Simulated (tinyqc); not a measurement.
Worked calculation: collinear exchange A + BC -> AB + C on a London-Eyring-Polanyi-Sato surface: saddle, string of images and rate. Computed by tinyqc, a small Python program that keeps every step. Command: `OMP_NUM_THREADS=1 python tinyqc.py 3112956 3112957 out.jsonl leps walk`. One thread of a shared host (Intel(R) Xeon(R) Processor @ 2.30GHz), about 0.03 s of CPU time with the checks. Intermediate numbers are printed to about 7 digits and carried at full precision; extremes and crossings named in words are read from the listed rows.

x = r(AB), y = r(BC), r(AC) = x + y. V is counted from separated atoms, the barrier from A + BC, that is V + D(BC).

Inputs (values chosen for the exercise, bond data loosely for abstraction of hydrogen from a Si-H bond by a hydrogen atom; the barrier is not fitted):
```
quantity            value           unit
D(AB)                4.77             eV
r0(AB)              0.742       angstrom
beta(AB)             1.94     1/angstrom
D(BC)                4.11             eV
r0(BC)               1.48       angstrom
beta(BC)             1.52     1/angstrom
D(AC)                4.04             eV
r0(AC)               1.48       angstrom
beta(AC)             1.52     1/angstrom
Sato parameter S     0.17              -
mass of A           1.008              u
mass of B           1.008              u
mass of C           28.09              u
temperature T         900              K
step of the string   0.02  angstrom^2/eV
```

Constants: nu for 1 eV/(angstrom^2 u) = 15.6333042 THz; h x 1 THz = 4.135667696 meV; k_B = 1.380649e-23 J/K; u = 1.6605390666e-27 kg; k_B = 8.617333262e-05 eV/K.

## One point of the surface

For each pair, with u = exp(-beta (r - r0)): Q = D [(3 + S) u^2 - (2 + 6 S) u]/(4 (1 + S)), J = D [(1 + 3 S) u^2 - (6 + 2 S) u]/(4 (1 + S)); V = Q1 + Q2 + Q3 - sqrt(((J1 - J2)^2 + (J2 - J3)^2 + (J3 - J1)^2)/2). Take x = r0(AB) + 0.3 and y = r0(BC) + 0.1 angstrom.

Pair terms:
```
pair          u      Q (eV)     J (eV)
AB    0.5587797  -0.7111484  -3.130250
BC    0.8589883  -0.2240527  -3.804223
AC    0.1762521  -0.3744820  -0.924133
```

V = -3.918908 eV

## Relaxing the string

String of 9 images between the fixed ends (r0(AB) + 2, r0(BC)) and (r0(AB), r0(BC) + 2), started on the two straight legs through (r0(AB) + 0.3, r0(BC) + 0.3): each iteration moves the inner images by -step x gradient (central differences) and spaces them evenly again along the broken line (coordinates are kept between 0.2 and 8 angstrom); stop when no coordinate changes by more than 1e-5 angstrom, at most 400 iterations.

Course:
```
iteration  highest inner image above A + BC (eV)  largest move (angstrom)
1                                      0.2986975             6.366593e-02
2                                      0.2452805             5.151403e-02
3                                      0.2084679             3.588452e-02
4                                      0.1841173             2.169300e-02
5                                      0.1686086             1.715172e-02
6                                      0.1591483             1.341253e-02
7                                      0.1536244             1.021726e-02
...                                          ...                      ...
27                                     0.1472973             3.936625e-05
28                                     0.1472996             3.008334e-05
29                                     0.1473013             2.298105e-05
30                                     0.1473027             1.755014e-05
31                                     0.1473037             1.339920e-05
32                                     0.1473045             1.022781e-05
33                                     0.1473051             7.805589e-06
```

Images at the end:
```
image  x (angstrom)  y (angstrom)  V + D(BC) (eV)
0          2.742000      1.480000       0.0064999
1          2.287156      1.481161       0.0176147
2          1.832339      1.485793       0.0517111
3          1.379197      1.520261       0.1473051
4          0.967430      1.713476       0.0747533
5          0.769481      2.116942      -0.4240754
6          0.746620      2.570326      -0.5828672
7          0.743156      3.025156      -0.6322217
8          0.742000      3.480000      -0.6488661
```

last move = 7.805589e-06 angstrom

Converged in 33 iterations.

## Saddle by Newton steps

From the highest inner image, z -> z - H^-1 g with gradient g and Hessian H by central differences, steps capped at 0.15 angstrom, 12 steps.

The first seven points:
```
step         x         y  V + D(BC) (eV)  |g| (eV/angstrom)
0     1.379197  1.520261       0.1473051       2.986518e-01
1     1.230847  1.542448       0.1866351       2.188321e-01
2     1.093240  1.589290       0.1912714       2.945061e-01
3     1.147795  1.578206       0.1960187       3.301002e-02
4     1.152692  1.578690       0.1960135       2.177169e-04
5     1.152706  1.578703       0.1960135                  0
6     1.152706  1.578703       0.1960135                  0
```

saddle (x, y) (angstrom): 1.152706  1.578703

barrier = 0.1960135 eV

Hessian (eV/angstrom^2):
```
           x         y
x  -0.826281  5.676530
y   5.676530  9.873307
```

The highest image lies 48.7 meV below the saddle. Stretches at the saddle: AB 0.411, BC 0.099 angstrom, for a reaction energy D(BC) - D(AB) = -0.66 eV: an early barrier for an exothermic step.

## Frequencies at the saddle

Wilson matrix G = [[1/m_A + 1/m_B, -1/m_B], [-1/m_B, 1/m_B + 1/m_C]]; eigenvalues lambda of G H give nu = 15.6333042 THz x sqrt(|lambda|), the negative one being imaginary. Reactant: nu_BC from k = 2 D beta^2 and 1/m_B + 1/m_C. Skew angle: cos = sqrt(m_A m_C/((m_A + m_B)(m_B + m_C))).

imaginary frequency = 44.35109 THz

real frequency at the saddle = 35.96471 THz

nu_BC = 69.06463 THz

skew angle = 45.99261 degrees

## Transition-state rate

One-dimensional rate constant without tunnelling, k = sqrt(k_B T/(2 pi mu)) [sinh(h nu_BC/(2 k_B T))/sinh(h nu_s/(2 k_B T))] exp(-barrier/(k_B T)) with mu = m_A (m_B + m_C)/(m_A + m_B + m_C); Wigner factor 1 + (h nu_i/(k_B T))^2/24; adiabatic barrier = barrier + h (nu_s - nu_BC)/2.

adiabatic barrier = 0.1275684 eV

rate constant k = 24390.09 cm/s

Wigner factor = 1.233055

## Rate against temperature

The formulas are those given above.

Rates; the last column is k_B T^2 d ln k/dT:
```
T (K)  k (cm/s)  Wigner factor  activation energy (eV)
300       460.7       3.097492               0.1409635
400      1844.9       2.179839               0.1467461
550      6108.5       1.624047               0.1573164
750     15394.1       1.335599               0.1729509
1000    31089.8       1.188774               0.1920871
1400    61267.2       1.096313               0.2195374
2000   110070.3       1.047194               0.2550012
```

The activation energy goes from 0.141 eV at 300 K, near the adiabatic barrier plus k_B T/2 (0.140), to 0.255 eV at 2000 K; the classical limit is the barrier plus k_B T/2 (0.282).

Checks made by the program: V for A far away against -D(BC) (relative difference below 1e-10).
